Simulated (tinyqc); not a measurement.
## Stress and current directions compared

A cubic crystal with three pairs of conduction valleys along x, y and z; non-degenerate electrons, one relaxation time, masses unchanged. Stress s_ij = X a_i a_j with a the unit vector along the stress; strain e_ii = s11 s_ii + s12 (s_jj + s_kk), e_ij = s44 s_ij/2. Valley shift dE = Xu (n.e.n - trace(e)/3) with n the valley axis; share f proportional to exp(-dE/Vt). Inverse mass along the current d: (n.d)^2/ml + (1 - (n.d)^2)/mt; mu/mu0 = sum f (1/m) over the plain mean of 1/m. Rows: direction of the stress, of size |X|; columns: direction of the current and sign.

Inputs (values chosen for the exercise); values close to those of silicon:
```
symbol  value   unit                             meaning
T         325      K                         temperature
s11      7.83  1/TPa                          compliance
s12     -2.19  1/TPa                          compliance
s44      12.7  1/TPa                          compliance
Xu       9.35     eV         shear deformation potential
ml      0.906     m0                   longitudinal mass
mt      0.186     m0                     transverse mass
X        1100    MPa  uniaxial stress (tension positive)
```

Constants: q = 1.602176634e-19 C, kB = 1.380649e-23 J/K, Vt = kB T/q. Results are converted to the units shown.

mu/mu0:
```
	I [100], tension	I [100], compression	I [110], tension	I [110], compression
[100]	1.347	0.3312	1.087	0.8328
[110]	1.230	0.8596	1.230	0.8596
[001]	0.8266	1.334	0.8266	1.334
[111]	1.000	1.000	1.000	1.000
```

The largest gain, 1.35, is for stress along [100], tension, current along [100]; the largest loss, 0.331, for [100], compression, current along [100]. Entries equal to one are cases in which the valleys are not split or have equal mass along the current.

Numbers from tinyqc (`OMP_NUM_THREADS=1 python tinyqc.py 2530008 2530009 out.jsonl`; about 0.01 s on one thread of a shared Intel Xeon 2.30GHz).
